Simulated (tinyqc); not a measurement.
Inside a calculation (part 2 of 3). Method: UHF in the 6-31g basis, for H4, spin multiplicity 3. This run ends on a higher stationary point, not on the lowest solution. Computed by tinyqc, a small Python program that keeps every step (integrals from PySCF). Command: `OMP_NUM_THREADS=1 python tinyqc.py 20266 20267 out.jsonl` (the two numbers bound the seeds that draw the settings). One thread of a shared host (Intel(R) Xeon(R) Processor @ 2.60GHz), about 0.1 s of CPU time with the checks.

Geometry (angstrom):
```
atom         x         y         z
H     0.000000  0.000000  0.000000
H     0.000000  0.000000  1.199000
H     0.000000  0.000000  2.631000
H     0.000000  0.000000  3.830000
```

## Iteration 1: building the Fock matrix

D(alpha) at the start, lower triangle:
```
           1H 1s      1H 2s      2H 1s      2H 2s      3H 1s      3H 2s     4H 1s     4H 2s
1H 1s   0.198496
1H 2s   0.206122   0.272886
2H 1s   0.059160  -0.046742   0.228055
2H 2s   0.026278  -0.124449   0.284280   0.395291
3H 1s  -0.076702  -0.086454   0.037451  -0.002921   0.228055
3H 2s  -0.178438  -0.184287  -0.002921  -0.037463   0.284280   0.395291
4H 1s   0.101654   0.177816  -0.076702  -0.178438   0.059160   0.026278  0.198496
4H 2s   0.177816   0.264612  -0.086454  -0.184287  -0.046742  -0.124449  0.206122  0.272886
```

D(beta) at the start, lower triangle:
```
          1H 1s     1H 2s     2H 1s     2H 2s     3H 1s     3H 2s     4H 1s     4H 2s
1H 1s  0.014498
1H 2s  0.001117  0.000086
2H 1s  0.040770  0.003141  0.114650
2H 2s  0.035524  0.002737  0.099898  0.087044
3H 1s  0.040770  0.003141  0.114650  0.099898  0.114650
3H 2s  0.035524  0.002737  0.099898  0.087044  0.099898  0.087044
4H 1s  0.014498  0.001117  0.040770  0.035524  0.040770  0.035524  0.014498
4H 2s  0.001117  0.000086  0.003141  0.002737  0.003141  0.002737  0.001117  0.000086
```

core Hamiltonian H = T + V (hartree), lower triangle:
```
           1H 1s      1H 2s      2H 1s      2H 2s      3H 1s      3H 2s      4H 1s      4H 2s
1H 1s  -1.038115
1H 2s  -0.995406  -1.149212
2H 1s  -0.351650  -0.632553  -1.269482
2H 2s  -0.585989  -0.907841  -1.147583  -1.369591
3H 1s  -0.001555  -0.063093  -0.190841  -0.487296  -1.269482
3H 2s  -0.062576  -0.230943  -0.487296  -0.815801  -1.147583  -1.369591
4H 1s   0.000000  -0.002383  -0.001555  -0.062576  -0.351650  -0.585989  -1.038115
4H 2s  -0.002383  -0.030131  -0.063093  -0.230943  -0.632553  -0.907841  -0.995406  -1.149212
```

nuclear repulsion = 1.79266431 hartree

Given earlier and not repeated: Two-electron integrals (ij|kl) in chemists' order.

J_ij = sum D_kl (ij|kl) with D = D(alpha) + D(beta), K_ij = sum D_kl (ik|jl) for each spin; F = H + J - K(s); E = tr D H + tr D J / 2 - 0.5 sum_s tr D(s) K(s) + E_nn.

Coulomb J (hartree), lower triangle:
```
          1H 1s     1H 2s     2H 1s     2H 2s     3H 1s     3H 2s     4H 1s     4H 2s
1H 1s  1.514358
1H 2s  0.933136  1.226095
2H 1s  0.255601  0.600688  2.000897
2H 2s  0.507342  0.934325  1.213361  1.538535
3H 1s  0.000472  0.048194  0.135176  0.469406  2.000897
3H 2s  0.041867  0.211707  0.469406  0.880343  1.213361  1.538535
4H 1s  0.000000  0.001207  0.000472  0.041867  0.255601  0.507342  1.514358
4H 2s  0.001207  0.023258  0.048194  0.211707  0.600688  0.934325  0.933136  1.226095
```

exchange K(alpha) (hartree), lower triangle:
```
           1H 1s     1H 2s      2H 1s     2H 2s     3H 1s     3H 2s     4H 1s     4H 2s
1H 1s   0.571083
1H 2s   0.440464  0.415307
2H 1s   0.196123  0.312584   0.679629
2H 2s   0.271730  0.344612   0.527698  0.511232
3H 1s  -0.029912  0.008113   0.106727  0.220780  0.679629
3H 2s   0.021978  0.078300   0.220780  0.294902  0.527698  0.511232
4H 1s   0.026985  0.016998  -0.029912  0.021978  0.196123  0.271730  0.571083
4H 2s   0.016998  0.019637   0.008113  0.078300  0.312584  0.344612  0.440464  0.415307
```

exchange K(beta) (hartree), lower triangle:
```
          1H 1s     1H 2s     2H 1s     2H 2s     3H 1s     3H 2s     4H 1s     4H 2s
1H 1s  0.067417
1H 2s  0.072430  0.100022
2H 1s  0.093031  0.163902  0.373041
2H 2s  0.097881  0.164033  0.320347  0.324827
3H 1s  0.041479  0.084109  0.169283  0.228816  0.373041
3H 2s  0.059158  0.113830  0.228816  0.273934  0.320347  0.324827
4H 1s  0.012442  0.023330  0.041479  0.059158  0.093031  0.097881  0.067417
4H 2s  0.023330  0.044858  0.084109  0.113830  0.163902  0.164033  0.072430  0.100022
```

F(alpha) (hartree), lower triangle:
```
           1H 1s      1H 2s      2H 1s      2H 2s      3H 1s      3H 2s      4H 1s      4H 2s
1H 1s  -0.094840
1H 2s  -0.502735  -0.338424
2H 1s  -0.292172  -0.344449   0.051786
2H 2s  -0.350376  -0.318128  -0.461921  -0.342289
3H 1s   0.028830  -0.023012  -0.162392  -0.238671   0.051786
3H 2s  -0.042687  -0.097537  -0.238671  -0.230360  -0.461921  -0.342289
4H 1s  -0.026985  -0.018174   0.028830  -0.042687  -0.292172  -0.350376  -0.094840
4H 2s  -0.018174  -0.026510  -0.023012  -0.097537  -0.344449  -0.318128  -0.502735  -0.338424
```

F(beta) (hartree), lower triangle:
```
           1H 1s      1H 2s      2H 1s      2H 2s      3H 1s      3H 2s      4H 1s      4H 2s
1H 1s   0.408826
1H 2s  -0.134700  -0.023139
2H 1s  -0.189080  -0.195768   0.358374
2H 2s  -0.176527  -0.137549  -0.254570  -0.155883
3H 1s  -0.042562  -0.099008  -0.224948  -0.246707   0.358374
3H 2s  -0.079867  -0.133066  -0.246707  -0.209392  -0.254570  -0.155883
4H 1s  -0.012442  -0.024506  -0.042562  -0.079867  -0.189080  -0.176527   0.408826
4H 2s  -0.024506  -0.051731  -0.099008  -0.133066  -0.195768  -0.137549  -0.134700  -0.023139
```

total energy of this density = -1.81854073 hartree

## Iteration 1: diagonalisation and new density

X, lower triangle:
```
           1H 1s      1H 2s      2H 1s      2H 2s      3H 1s      3H 2s      4H 1s     4H 2s
1H 1s   1.254366
1H 2s  -0.499930   1.634058
2H 1s   0.004029   0.066445   1.277376
2H 2s   0.015139  -0.751527  -0.598638   2.116780
3H 1s  -0.009715  -0.015356   0.014975   0.089595   1.277376
3H 2s   0.029007   0.282931   0.089595  -0.874140  -0.598638   2.116780
4H 1s  -0.000339  -0.010453  -0.009715   0.029007   0.004029   0.015139   1.254366
4H 2s  -0.010453  -0.095586  -0.015356   0.282931   0.066445  -0.751527  -0.499930  1.634058
```

Diagonalise F' = X^T F X, C = X C', fill 3 alpha and 1 beta electrons from the bottom; D(s) = C_occ C_occ^T. Each column has its largest component positive (the first on a tie).

F' = X^T F X (alpha) (hartree), lower triangle:
```
           1          2          3          4          5          6          7         8
1   0.385463
2  -0.627468   0.200200
3  -0.120042  -0.075537   0.594444
4  -0.128886  -0.177437  -0.706836   0.395186
5   0.024997   0.037754  -0.031739  -0.056233   0.594444
6   0.072330   0.007099  -0.056233  -0.203109  -0.706836   0.395186
7  -0.029239  -0.032903   0.024997   0.072330  -0.120042  -0.128886   0.385463
8  -0.032903  -0.002856   0.037754   0.007099  -0.075537  -0.177437  -0.627468  0.200200
```

orbital energies (alpha) (hartree): MO1 -0.585017, MO2 -0.512924, MO3 -0.212326, MO4 0.173732, MO5 0.915939, MO6 0.916560, MO7 1.189134, MO8 1.265489

coefficients C (alpha):
```
            MO1        MO2        MO3        MO4        MO5        MO6        MO7        MO8
1H 1s  0.223182   0.270084   0.229711  -0.116916  -0.905572  -0.853629  -0.293714  -0.021251
1H 2s  0.233159   0.285158   0.561934  -0.842840   1.005766   0.873407   0.540201  -0.592255
2H 1s  0.209768   0.168407  -0.190851   0.229218   0.041297  -0.269792   0.901529  -0.976982
2H 2s  0.190270   0.246960  -0.470938   1.254757  -0.373894   0.015485  -0.868436   1.862681
3H 1s  0.209768  -0.168407  -0.190851  -0.229218  -0.041297  -0.269792   0.901529   0.976982
3H 2s  0.190270  -0.246960  -0.470938  -1.254757   0.373894   0.015485  -0.868436  -1.862681
4H 1s  0.223182  -0.270084   0.229711   0.116916   0.905572  -0.853629  -0.293714   0.021251
4H 2s  0.233159  -0.285158   0.561934   0.842840  -1.005766   0.873407   0.540201   0.592255
```

F' = X^T F X (beta) (hartree), lower triangle:
```
           1          2          3          4          5          6          7         8
1   0.798827
2  -0.453579   0.345776
3  -0.103243  -0.039384   0.855313
4  -0.087779  -0.149363  -0.608591   0.481238
5  -0.019196  -0.004408  -0.090598  -0.083991   0.855313
6   0.031858  -0.028305  -0.083991  -0.228805  -0.608591   0.481238
7  -0.006246  -0.016812  -0.019196   0.031858  -0.103243  -0.087779   0.798827
8  -0.016812   0.007717  -0.004408  -0.028305  -0.039384  -0.149363  -0.453579  0.345776
```

orbital energies (beta) (hartree): MO1 -0.338429, MO2 -0.023760, MO3 0.162179, MO4 0.382937, MO5 1.048635, MO6 1.071624, MO7 1.290837, MO8 1.368285

coefficients C (beta):
```
            MO1        MO2        MO3        MO4        MO5        MO6        MO7        MO8
1H 1s  0.103941   0.164588   0.137303  -0.000803   0.845410   0.937523  -0.416117   0.032975
1H 2s  0.110485   0.454659   0.758028  -0.956225  -0.704083  -0.830856   0.585016  -0.585341
2H 1s  0.208834   0.105524  -0.095268   0.150005   0.383390   0.019017   0.875382  -1.001550
2H 2s  0.338637   0.169694  -0.460999   1.467456  -0.158331   0.143717  -0.812492   1.744106
3H 1s  0.208834  -0.105524  -0.095268  -0.150005   0.383390  -0.019017   0.875382   1.001550
3H 2s  0.338637  -0.169694  -0.460999  -1.467456  -0.158331  -0.143717  -0.812492  -1.744106
4H 1s  0.103941  -0.164588   0.137303   0.000803   0.845410  -0.937523  -0.416117  -0.032975
4H 2s  0.110485  -0.454659   0.758028   0.956225  -0.704083   0.830856   0.585016   0.585341
```

D(alpha) after iteration 1, lower triangle:
```
           1H 1s      1H 2s      2H 1s      2H 2s      3H 1s      3H 2s     4H 1s     4H 2s
1H 1s   0.175523
1H 2s   0.258136   0.451449
2H 1s   0.048460  -0.010314   0.108788
2H 2s   0.000985  -0.149851   0.171382   0.318975
3H 1s  -0.042508  -0.106359   0.052066   0.088202   0.108788
3H 2s  -0.132415  -0.290696   0.088202   0.196997   0.171382   0.318975
4H 1s   0.029631   0.104102  -0.042508  -0.132415   0.048460   0.000985  0.175523
4H 2s   0.104102   0.288818  -0.106359  -0.290696  -0.010314  -0.149851  0.258136  0.451449
```

D(beta) after iteration 1, lower triangle:
```
          1H 1s     1H 2s     2H 1s     2H 2s     3H 1s     3H 2s     4H 1s     4H 2s
1H 1s  0.010804
1H 2s  0.011484  0.012207
2H 1s  0.021706  0.023073  0.043612
2H 2s  0.035198  0.037414  0.070719  0.114675
3H 1s  0.021706  0.023073  0.043612  0.070719  0.043612
3H 2s  0.035198  0.037414  0.070719  0.114675  0.070719  0.114675
4H 1s  0.010804  0.011484  0.021706  0.035198  0.021706  0.035198  0.010804
4H 2s  0.011484  0.012207  0.023073  0.037414  0.023073  0.037414  0.011484  0.012207
```

## Iteration 2: building the Fock matrix

As before.

Coulomb J (hartree), lower triangle:
```
          1H 1s     1H 2s     2H 1s     2H 2s     3H 1s     3H 2s     4H 1s     4H 2s
1H 1s  1.530493
1H 2s  0.938582  1.220792
2H 1s  0.242572  0.554340  1.793011
2H 2s  0.501529  0.901018  1.107702  1.446559
3H 1s  0.000427  0.043882  0.122444  0.426916  1.793011
3H 2s  0.040335  0.198428  0.426916  0.819427  1.107702  1.446559
4H 1s  0.000000  0.001138  0.000427  0.040335  0.242572  0.501529  1.530493
4H 2s  0.001138  0.021649  0.043882  0.198428  0.554340  0.901018  0.938582  1.220792
```

exchange K(alpha) (hartree), lower triangle:
```
           1H 1s     1H 2s      2H 1s     2H 2s     3H 1s     3H 2s     4H 1s     4H 2s
1H 1s   0.630700
1H 2s   0.499472  0.471852
2H 1s   0.180925  0.268622   0.501436
2H 2s   0.289255  0.350715   0.442610  0.487814
3H 1s  -0.022334  0.020311   0.133806  0.220819  0.501436
3H 2s   0.019105  0.078004   0.220819  0.296689  0.442610  0.487814
4H 1s   0.008817  0.003421  -0.022334  0.019105  0.180925  0.289255  0.630700
4H 2s   0.003421  0.011127   0.020311  0.078004  0.268622  0.350715  0.499472  0.471852
```

exchange K(beta) (hartree), lower triangle:
```
          1H 1s     1H 2s     2H 1s     2H 2s     3H 1s     3H 2s     4H 1s     4H 2s
1H 1s  0.088719
1H 2s  0.095971  0.128995
2H 1s  0.093065  0.156567  0.284778
2H 2s  0.113949  0.183095  0.277774  0.321732
3H 1s  0.042303  0.082490  0.134731  0.200079  0.284778
3H 2s  0.067382  0.124926  0.200079  0.269339  0.277774  0.321732
4H 1s  0.016378  0.029968  0.042303  0.067382  0.093065  0.113949  0.088719
4H 2s  0.029968  0.055667  0.082490  0.124926  0.156567  0.183095  0.095971  0.128995
```

F(alpha) (hartree), lower triangle:
```
           1H 1s      1H 2s      2H 1s      2H 2s      3H 1s      3H 2s      4H 1s      4H 2s
1H 1s  -0.138322
1H 2s  -0.556296  -0.400271
2H 1s  -0.290003  -0.346836   0.022093
2H 2s  -0.373714  -0.357538  -0.482491  -0.410846
3H 1s   0.021206  -0.039522  -0.202203  -0.281200   0.022093
3H 2s  -0.041346  -0.110519  -0.281200  -0.293064  -0.482491  -0.410846
4H 1s  -0.008818  -0.004667   0.021206  -0.041346  -0.290003  -0.373714  -0.138322
4H 2s  -0.004667  -0.019610  -0.039522  -0.110519  -0.346836  -0.357538  -0.556296  -0.400271
```

F(beta) (hartree), lower triangle:
```
           1H 1s      1H 2s      2H 1s      2H 2s      3H 1s      3H 2s      4H 1s      4H 2s
1H 1s   0.403659
1H 2s  -0.152795  -0.057415
2H 1s  -0.202143  -0.234780   0.238751
2H 2s  -0.198409  -0.189918  -0.317655  -0.244764
3H 1s  -0.043431  -0.101702  -0.203128  -0.260460   0.238751
3H 2s  -0.089623  -0.157441  -0.260460  -0.265713  -0.317655  -0.244764
4H 1s  -0.016378  -0.031214  -0.043431  -0.089623  -0.202143  -0.198409   0.403659
4H 2s  -0.031214  -0.064149  -0.101702  -0.157441  -0.234780  -0.189918  -0.152795  -0.057415
```

total energy of this density = -1.97089064 hartree

## Iteration 2: DIIS over 2 matrices

error matrix X^T (FDS - SDF) X (alpha):
```
           1          2          3          4          5          6          7          8
1   0.000000   0.009083  -0.016957  -0.008670   0.015367   0.007849   0.000000   0.004738
2  -0.009083   0.000000  -0.019730  -0.010116   0.019914   0.011968  -0.004738   0.000000
3   0.016957   0.019730   0.000000   0.016235   0.000000   0.002655  -0.015367  -0.019914
4   0.008670   0.010116  -0.016235   0.000000  -0.002655   0.000000  -0.007849  -0.011968
5  -0.015367  -0.019914   0.000000   0.002655   0.000000   0.016235   0.016957   0.019730
6  -0.007849  -0.011968  -0.002655   0.000000  -0.016235   0.000000   0.008670   0.010116
7   0.000000   0.004738   0.015367   0.007849  -0.016957  -0.008670   0.000000   0.009083
8  -0.004738   0.000000   0.019914   0.011968  -0.019730  -0.010116  -0.009083   0.000000
```

B (overlaps of the stored error matrices):
```
               1              2
1  2.6242442e-01  3.7189580e-02
2  3.7189580e-02  8.9883632e-03
```

Minimise |sum c_i e_i|^2 with sum c_i = 1: solve [B -1; -1 0][c; lambda] = [0; -1] with B_ij = tr e_i^T e_j summed over both spins, and take F = sum c_i F_i.

DIIS coefficients: -0.143129  1.143129

extrapolated F(alpha) (hartree), lower triangle:
```
           1H 1s      1H 2s      2H 1s      2H 2s      3H 1s      3H 2s      4H 1s      4H 2s
1H 1s  -0.144545
1H 2s  -0.563962  -0.409123
2H 1s  -0.289692  -0.347177   0.017843
2H 2s  -0.377054  -0.363179  -0.485436  -0.420659
3H 1s   0.020114  -0.041885  -0.207901  -0.287287   0.017843
3H 2s  -0.041154  -0.112377  -0.287287  -0.302039  -0.485436  -0.420659
4H 1s  -0.006218  -0.002733   0.020114  -0.041154  -0.289692  -0.377054  -0.144545
4H 2s  -0.002733  -0.018622  -0.041885  -0.112377  -0.347177  -0.363179  -0.563962  -0.409123
```

extrapolated F(beta) (hartree), lower triangle:
```
           1H 1s      1H 2s      2H 1s      2H 2s      3H 1s      3H 2s      4H 1s      4H 2s
1H 1s   0.402919
1H 2s  -0.155385  -0.062321
2H 1s  -0.204013  -0.240364   0.221630
2H 2s  -0.201541  -0.197414  -0.326684  -0.257485
3H 1s  -0.043556  -0.102087  -0.200005  -0.262428   0.221630
3H 2s  -0.091020  -0.160930  -0.262428  -0.273774  -0.326684  -0.257485
4H 1s  -0.016941  -0.032174  -0.043556  -0.091020  -0.204013  -0.201541   0.402919
4H 2s  -0.032174  -0.065926  -0.102087  -0.160930  -0.240364  -0.197414  -0.155385  -0.062321
```

## Iteration 2: diagonalisation and new density

As before.

F' = X^T F X (alpha) (hartree), lower triangle:
```
           1          2          3          4          5          6          7         8
1   0.366208
2  -0.670021   0.153679
3  -0.110563  -0.068210   0.545438
4  -0.129582  -0.184029  -0.669100   0.321404
5   0.018438   0.034368  -0.059338  -0.084103   0.545438
6   0.076311   0.017837  -0.084103  -0.245349  -0.669100   0.321404
7  -0.013625  -0.022712   0.018438   0.076311  -0.110563  -0.129582   0.366208
8  -0.022712   0.000916   0.034368   0.017837  -0.068210  -0.184029  -0.670021  0.153679
```

orbital energies (alpha) (hartree): MO1 -0.654959, MO2 -0.572401, MO3 -0.291777, MO4 0.175078, MO5 0.911894, MO6 0.925609, MO7 1.104175, MO8 1.175838

coefficients C (alpha):
```
            MO1        MO2        MO3        MO4        MO5        MO6        MO7        MO8
1H 1s  0.207057   0.278389   0.230485  -0.102618   0.793830  -0.904856  -0.437453  -0.018182
1H 2s  0.209448   0.349524   0.584858  -0.799689  -0.762866   1.009149   0.675942  -0.611534
2H 1s  0.208960   0.134630  -0.171977   0.250614   0.421674   0.030373   0.845529  -0.977367
2H 2s  0.219473   0.162516  -0.471472   1.253525  -0.164414  -0.371830  -0.845529   1.873176
3H 1s  0.208960  -0.134630  -0.171977  -0.250614   0.421674  -0.030373   0.845529   0.977367
3H 2s  0.219473  -0.162516  -0.471472  -1.253525  -0.164414   0.371830  -0.845529  -1.873176
4H 1s  0.207057  -0.278389   0.230485   0.102618   0.793830   0.904856  -0.437453   0.018182
4H 2s  0.209448  -0.349524   0.584858   0.799689  -0.762866  -1.009149   0.675942   0.611534
```

F' = X^T F X (beta) (hartree), lower triangle:
```
           1          2          3          4          5          6          7         8
1   0.805595
2  -0.464657   0.341225
3  -0.099519  -0.056146   0.705962
4  -0.091171  -0.173691  -0.596099   0.394611
5  -0.018314  -0.005475  -0.057248  -0.076886   0.705962
6   0.031058  -0.029927  -0.076886  -0.250729  -0.596099   0.394611
7  -0.007373  -0.020492  -0.018314   0.031058  -0.099519  -0.091171   0.805595
8  -0.020492  -0.002261  -0.005475  -0.029927  -0.056146  -0.173691  -0.464657  0.341225
```

orbital energies (beta) (hartree): MO1 -0.438438, MO2 -0.076565, MO3 0.147302, MO4 0.327759, MO5 1.022457, MO6 1.082824, MO7 1.198461, MO8 1.230985

coefficients C (beta):
```
            MO1        MO2        MO3        MO4        MO5        MO6        MO7        MO8
1H 1s  0.090664   0.152175   0.144260  -0.046252   0.673154   0.937688  -0.659818   0.050711
1H 2s  0.101433   0.337797   0.755405  -0.957452  -0.485162  -0.837602   0.780053  -0.649329
2H 1s  0.207669   0.147042  -0.093536   0.190294   0.640778   0.041180   0.709575  -0.988722
2H 2s  0.350104   0.333801  -0.449433   1.322982  -0.400851   0.145481  -0.726058   1.833552
3H 1s  0.207669  -0.147042  -0.093536  -0.190294   0.640778  -0.041180   0.709575   0.988722
3H 2s  0.350104  -0.333801  -0.449433  -1.322982  -0.400851  -0.145481  -0.726058  -1.833552
4H 1s  0.090664  -0.152175   0.144260   0.046252   0.673154  -0.937688  -0.659818  -0.050711
4H 2s  0.101433  -0.337797   0.755405   0.957452  -0.485162   0.837602   0.780053   0.649329
```

D(alpha) after iteration 2, lower triangle:
```
           1H 1s      1H 2s      2H 1s      2H 2s      3H 1s      3H 2s     4H 1s     4H 2s
1H 1s   0.173496
1H 2s   0.275472   0.508095
2H 1s   0.041108  -0.009759   0.091365
2H 2s  -0.017981  -0.172973   0.148823   0.296866
3H 1s  -0.033851  -0.103872   0.055115   0.105064   0.091365
3H 2s  -0.108467  -0.286579   0.105064   0.244043   0.148823   0.296866
4H 1s   0.018495   0.080865  -0.033851  -0.108467   0.041108  -0.017981  0.173496
4H 2s   0.080865   0.263760  -0.103872  -0.286579  -0.009759  -0.172973  0.275472  0.508095
```

D(beta) after iteration 2, lower triangle:
```
          1H 1s     1H 2s     2H 1s     2H 2s     3H 1s     3H 2s     4H 1s     4H 2s
1H 1s  0.008220
1H 2s  0.009196  0.010289
2H 1s  0.018828  0.021065  0.043126
2H 2s  0.031742  0.035512  0.072706  0.122573
3H 1s  0.018828  0.021065  0.043126  0.072706  0.043126
3H 2s  0.031742  0.035512  0.072706  0.122573  0.072706  0.122573
4H 1s  0.008220  0.009196  0.018828  0.031742  0.018828  0.031742  0.008220
4H 2s  0.009196  0.010289  0.021065  0.035512  0.021065  0.035512  0.009196  0.010289
```
